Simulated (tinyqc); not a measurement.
Molecular dynamics of a small cluster by velocity Verlet steps: one step, computed by the program tinyqc. Command: `OMP_NUM_THREADS=1 python tinyqc.py 3011068 3011069 out.jsonl verlet walk`. One thread of a shared host (Intel(R) Xeon(R) Processor @ 2.30GHz), about 0.1 s of CPU time with the checks.

E = sum_(i<j) phi(r_ij), phi(r) = eps [exp(-2 alpha (r - r0)) - 2 exp(-alpha (r - r0))]; the force on i is -sum_j phi'(r_ij) (R_i - R_j)/r_ij.

Task: State at the start. Velocity Verlet: a = c F/M with c = 9.648533212e-3 angstrom/fs^2 per eV/(angstrom u); R(new) = R + v dt + a dt^2/2; v(new) = v + (a + a(new)) dt/2. Kinetic energy K = M v^2/(2c); temperature T = 2K/((3N - 3) k_B), rotation of the cluster included.

Inputs (values chosen for the exercise, for model atoms):
```
quantity         value        unit
length r0          3.2    angstrom
well depth eps    0.57          eV
stiffness alpha   1.13  1/angstrom
atomic mass M      131           u
time step dt       8.7          fs
```

Potential: Morse. Thermostat: none.

starting positions (angstrom):
```
            x     y      z
atom 1  -0.01  0.07  -0.01
atom 2   3.17  0.02  -0.01
atom 3   1.62  2.74   0.01
atom 4   1.62  0.92   2.62
atom 5   1.61   0.9  -2.59
```

starting velocities (angstrom/fs):
```
               x         y         z
atom 1  -0.00106  -0.00194   0.00151
atom 2   0.00156  -0.00238  -0.00141
atom 3  -0.00064     0.002    -5e-05
atom 4   0.00099   0.00252  -0.00133
atom 5  -0.00084   -0.0002   0.00128
```

Constants: 1 eV/(angstrom u) = 9.648533212e-03 angstrom/fs^2; k_B = 8.617333262e-05 eV/K.

Give: forces; potential energy; kinetic energy; temperature.

Result:

forces (eV/angstrom):
```
              x        y        z
atom 1  -0.1187  -0.1143   0.0639
atom 2   0.1457  -0.1331   0.0561
atom 3   0.0053   0.2275  -0.0028
atom 4  -0.0193  -0.0120  -0.0858
atom 5  -0.0131   0.0319  -0.0315
```

potential energy = -5.229 eV

kinetic energy = 0.2250 eV

temperature = 435.2 K
